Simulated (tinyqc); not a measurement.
Composition of the buffer: band edges of strained Si(1-x)Ge(x) on relaxed Si(1-y)Ge(y).

Values are linear in the Ge fraction but for ED(x) = linear - CD x (1 - x) and a(x) = linear - Ca x (1 - x). Energies are on the common scale of Ev.

Coherent growth on a (001) face: e_par = (a(y) - a(x))/a(x), e_perp = -2 (C12/C11) e_par; exx = eyy = e_par, ezz = e_perp, no shear.

A valley with unit axis u lies at Ev + gap + (av + a_valley) tr(e) + Xu (u.e.u - tr(e)/3); the Delta axes are x, y, z and the L axes [111], [1-1-1], [-11-1], [-1-11]. The second-order shift of the Delta valleys under shear is left out; it lowers the pair normal to the sheared plane by tens of meV at a shear of 1 %.

Valence edges: Ev plus the levels of the 6 x 6 matrix of X, Y, Z times spin with -Dso/3 + l exx + m (eyy + ezz) on the diagonal (cyclic), n exy off it, l = av + 2 b, m = av - b, n = sqrt(3) d. Spin-orbit term (Dso/3) L.sigma on X, Y, Z with (L_k)_ij = -i epsilon_kij: <X+|H|Y+> = -i Dso/3, <X+|H|Z-> = Dso/3, <Y+|H|Z-> = -i Dso/3, <Z+|H|X-> = -Dso/3, <Z+|H|Y-> = i Dso/3, <X-|H|Y-> = i Dso/3, and their conjugates; + and - are the spin along z.

Inputs chosen for the exercise (end members near Si and Ge, in this order; the results hold for these values, not for the real material): a = (5.436, 5.658) angstrom (lattice constant); Dso = (0.043, 0.288) eV (spin-orbit splitting); av = (2.47, 1.23) eV (valence hydrostatic potential); b = (-2.12, -2.56) eV (tetragonal shear potential); d = (-4.81, -5.35) eV (trigonal shear potential); C11 = (164.2, 127.5) GPa; C12 = (64.6, 48.4) GPa; C44 = (79, 65.9) GPa; Ev = (0, 0.67) eV (top of the unstrained valence band); ED = (1.171, 0.932) eV (gap to the Delta valleys); EL = (1.982, 0.745) eV (gap to the L valleys); aD = (1.72, 1.28) eV (hydrostatic potential of the Delta gap); aL = (-3.12, -2.69) eV (hydrostatic potential of the L gap); XuD = (8.88, 9.44) eV (uniaxial potential, Delta); XuL = (16.75, 15.49) eV (uniaxial potential, L); CD = 0.187 eV (bowing of the Delta gap); Ca = 0 angstrom (bowing of the lattice constant); face = 001 (growth face); x = 0.33 (Ge fraction of the layer).

The layer is kept. dEc = Ec(buffer) - Ec(layer), dEv = Ev(layer) - Ev(buffer); buffer edges Ev(y) and Ev(y) + min(ED, EL). The digit behind Delta or L counts whole valleys.

Results:

| y | e_par (%) | lowest valleys | gap (eV) | next valleys above (meV) | valence splitting (meV) | dEc (eV) | dEv (eV) |
|---|---|---|---|---|---|---|---|
| 0.00 | -1.33 | Delta4 | 0.900 | 214 | 59 | 0.030 | 0.241 |
| 0.13 | -0.81 | Delta4 | 0.959 | 130 | 46 | 0.013 | 0.146 |
| 0.25 | -0.32 | Delta4 | 1.014 | 52 | 23 | 0.003 | 0.058 |
| 0.38 | 0.20 | Delta2 | 1.024 | 32 | 17 | 0.032 | -0.019 |
| 0.50 | 0.69 | Delta2 | 0.953 | 110 | 65 | 0.111 | -0.060 |
| 0.63 | 1.21 | Delta2 | 0.871 | 195 | 122 | 0.203 | -0.098 |
| 0.75 | 1.69 | Delta2 | 0.793 | 273 | 177 | 0.294 | -0.131 |
| 0.88 | 2.22 | Delta2 | 0.707 | 357 | 237 | 0.351 | -0.165 |

What does the comparison show, and why?

The gap is 0.900 eV in the first row and 0.707 eV in the last, with its largest listed value, 1.024 eV, at y = 0.38: it peaks near the match y = x, since strain of either sign narrows it. The lowest valleys change: Delta4 to Delta2 between y = 0.25 and 0.38. Per 0.1 of y the valence offset moves by -46 meV on average; the conduction offset lies between +3 and +351 meV, not monotonically. Both carriers sit on one side for y = 0.00, 0.13 and 0.25, and on opposite sides elsewhere. Offsets below about 30 meV are within the spread of parameter sets, so those rows do not settle the type. Strains above 2 % can be kept only in layers of a few nanometres.

Run: tinyqc, `OMP_NUM_THREADS=1 python tinyqc.py 1080697 1080698 out.jsonl`; Intel(R) Xeon(R) Processor @ 2.30GHz, one thread, shared host; about 0.02 s of CPU time with all checks.
